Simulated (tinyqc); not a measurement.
Band gaps under pressure and temperature from deformation potentials: one step. Volume under pressure. Five cases, with inputs chosen for the exercise.

Problem. Give B0, V/V0, ln(V/V0), the change of the lattice constant and the linear estimate -P/B0.

Murnaghan: V/V0 = (1 + Bp P/B0)^(-1/Bp), B0 = (C11 + 2 C12)/3. Each gap moves by a ln(V/V0) with its volume potential a, and falls with temperature by aV T^2/(T + bV) (Varshni); the two effects are added. No change of phase is considered.

Case 1.

Values chosen (near those of GaSb, the X and L potentials typical of such crystals; the results hold for these values, not for the real material):
- C11 = 87.1 GPa
- C12 = 40.1 GPa
- Bp = 4.89 (pressure derivative of the bulk modulus)
- P = 4 GPa (pressure)

Case 2.

Values chosen (near those of Si, the X and L potentials typical of such crystals; the results hold for these values, not for the real material):
- C11 = 166.4 GPa
- C12 = 64.9 GPa
- Bp = 4.9 (pressure derivative of the bulk modulus)
- P = 2.2 GPa (pressure)

Case 3.

Values chosen (near those of GaAs, the X and L potentials typical of such crystals; the results hold for these values, not for the real material):
- C11 = 121.2 GPa
- C12 = 57.1 GPa
- Bp = 4.28 (pressure derivative of the bulk modulus)
- P = 5.8 GPa (pressure)

Case 4.

Values chosen (near those of InAs, the X and L potentials typical of such crystals; the results hold for these values, not for the real material):
- C11 = 83.4 GPa
- C12 = 45 GPa
- Bp = 4.61 (pressure derivative of the bulk modulus)
- P = 1.7 GPa (pressure)

Case 5.

Values chosen (near those of InAs, the X and L potentials typical of such crystals; the results hold for these values, not for the real material):
- C11 = 82.8 GPa
- C12 = 44.9 GPa
- Bp = 4.98 (pressure derivative of the bulk modulus)
- P = 0.8 GPa (pressure)

Give: B0; V/V0; ln(V/V0); change of a; -P/B0.

Solution.

Case 1.

B0 = 55.77 GPa
V/V0 = 0.94037
ln(V/V0) = -0.06148
change of a = -2.029 %
-P/B0 = -0.07173

The stiffening under pressure makes the compression 14.3 % smaller than the linear estimate.

Case 2.

B0 = 98.73 GPa
V/V0 = 0.97907
ln(V/V0) = -0.02115
change of a = -0.702 %
-P/B0 = -0.02228

The stiffening under pressure makes the compression 5.1 % smaller than the linear estimate.

Case 3.

B0 = 78.47 GPa
V/V0 = 0.93780
ln(V/V0) = -0.06422
change of a = -2.118 %
-P/B0 = -0.07392

The stiffening under pressure makes the compression 13.1 % smaller than the linear estimate.

Case 4.

B0 = 57.80 GPa
V/V0 = 0.97280
ln(V/V0) = -0.02758
change of a = -0.915 %
-P/B0 = -0.02941

The stiffening under pressure makes the compression 6.2 % smaller than the linear estimate.

Case 5.

B0 = 57.53 GPa
V/V0 = 0.98665
ln(V/V0) = -0.01344
change of a = -0.447 %
-P/B0 = -0.01390

The stiffening under pressure makes the compression 3.3 % smaller than the linear estimate.

Computed by tinyqc, one run a case: `OMP_NUM_THREADS=1 python tinyqc.py N N+1 out.jsonl` with N = 1050959, 1050985, 1051183, 1051197, 1051222; one thread of a shared Intel(R) Xeon(R) Processor @ 2.30GHz, about 0.01 s a run at most.
